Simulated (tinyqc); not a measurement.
From step (C_lf - C_hf)/C_hf back to trap density N_t: admittance spectroscopy and thermally stimulated current of one trap level in a depletion layer. Computed by tinyqc, a small Python program. Command: `OMP_NUM_THREADS=1 python tinyqc.py 3113749 3113750 out.jsonl admit inv`. One thread of a shared host (Intel(R) Xeon(R) Processor @ 2.30GHz), about 0.02 s of CPU time with the checks.

A Schottky junction on n-type material holds one donor-like electron trap; shallow donors are fully ionised and abrupt depletion edges are assumed.

Inputs (values chosen for the exercise, modelled on n-type 4H-SiC):
```
quantity                         value    unit
dielectric constant eps           9.65       -
density-of-states mass m         0.779     m_0
shallow doping N               3.2e+15  1/cm^3
trap depth E_t below the band    0.209      eV
capture cross section sigma    1.5e-16    cm^2
band bending V_b                   1.2       V
test frequency f                200000      Hz
```

Constants: k_B = 1.380649e-23 J/K; m_0 = 9.1093837015e-31 kg; h = 6.62607015e-34 J s; k_B = 8.617333262e-05 eV/K; eps_0 = 8.8541878128e-12 F/m; e = 1.602176634e-19 C.

Method:
- N_c = 2 (2 pi m k_B T/h^2)^(3/2), v_th = sqrt(3 k_B T/m), emission rate e_n = sigma v_th N_c exp(-E_t/(k_B T)).
- Where the level crosses the Fermi level capture equals emission, so the trap follows the signal with the rate 2 e_n; G/omega peaks at omega = 2 e_n (the correction for large N_t/N is left out).
- Solve 2 e_n(T_p) = 2 pi f.
- With E_c - E_F = k_B T_p ln(N_c/N): lambda = sqrt(2 eps eps_0 (E_t - (E_c - E_F))/(e^2 N)); traps are empty and charged for x < x_t = w - lambda, and V_b = e (N w^2 + N_t x_t^2)/(2 eps eps_0). High frequency: C_hf = eps eps_0/w. Low frequency: C_lf = eps eps_0 (N + N_t)/(N w + N_t x_t).

Question. A run gave the result below. Find the trap density N_t, known to lie between 7.5e+13 and 1.7e+14 1/cm^3.

step (C_lf - C_hf)/C_hf = 0.006692176

Answer.

Each step takes the trial c = (a f_b - b f_a)/(f_b - f_a), f being the result less the target and a, b, c the logarithms of the listed values; c replaces end b, the old b replaces a if the sign of f changed, and otherwise f_a is halved.

Scan of the range:
```
trap density N_t (1/cm^3)  step (C_lf - C_hf)/C_hf
7.50e+13                                0.00443560
8.60e+13                                0.00507794
9.85e+13                                0.00580538
1.13e+14                                0.00664590
1.29e+14                                0.00756931
1.48e+14                                0.00866036
1.70e+14                                0.00991632
```

False position (Illinois rule, in the logarithm of the input) inside the bracket:
```
step        end a        end b        trial  step (C_lf - C_hf)/C_hf
1     1.13000e+14  1.29000e+14  1.13752e+14               0.00668942
2     1.29000e+14  1.13752e+14  1.13797e+14               0.00669201
3     1.29000e+14  1.13797e+14  1.13802e+14               0.00669232
4     1.13797e+14  1.13802e+14  1.13800e+14               0.00669218
```

Step (C_lf - C_hf)/C_hf rises at every point of a 13-point scan of the range (every second point is shown), so one value fits; it is bracketed by 1.13e14 and 1.29e14. Answer: trap density N_t = 1.138e14 1/cm^3.
